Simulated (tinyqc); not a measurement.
All hoppings scaled: three-band tight binding of a dichalcogenide monolayer.

Inputs chosen for the exercise (near a published set for monolayer MoS2; shifted at random, so the results belong to these values and not to a real crystal):

| symbol | value | unit | meaning |
|---|---|---|---|
| e1 | 1.056 | eV | level of dz2 |
| e2 | 2.094 | eV | level of dxy and dx2-y2 |
| t0 | -0.187 | eV | hopping |
| t1 | 0.399 | eV | hopping |
| t2 | 0.496 | eV | hopping |
| t11 | 0.222 | eV | hopping |
| t12 | 0.335 | eV | hopping |
| t22 | 0.057 | eV | hopping |
| lam | 0.074 | eV | spin-orbit constant |

The six hoppings are multiplied by f; e1, e2 and lam stay (real strain also moves e1 and e2, so this is no model of it). Closed forms: Ev(K) = e2 - (3/2)(t11 + t22) - 3 sqrt3 t12 + lam, Ec(K) = e1 - 3 t0, Ev(Gamma) = e1 + 6 t0.

Gaps (eV):

| f | direct gap at K | Ev(K) - Ev(Gamma) | Ec(K) - top of valence band |
|---|---|---|---|
| 0.85 | 1.2002 | 0.2304 | 1.2002 |
| 0.90 | 1.3362 | 0.1785 | 1.3362 |
| 0.94 | 1.4450 | 0.1370 | 1.4450 |
| 0.97 | 1.5266 | 0.1059 | 1.5266 |
| 1.00 | 1.6082 | 0.0748 | 1.6082 |
| 1.03 | 1.6898 | 0.0437 | 1.6898 |
| 1.06 | 1.7714 | 0.0126 | 1.7714 |
| 1.10 | 1.8802 | -0.0289 | 1.8513 |

The direct gap changes by +27.2 meV for each per cent of f. The top of the valence band passes between Gamma and K at f = 1.072; where it is at Gamma the gap to Ec(K) is indirect.

Computed by tinyqc, a small Python program: `OMP_NUM_THREADS=1 python tinyqc.py 1480819 1480820 out.jsonl` (the numbers bound the seed that draws the inputs); one thread of a shared host (Intel(R) Xeon(R) Processor @ 2.30GHz), about 0.01 s for the whole set of steps.
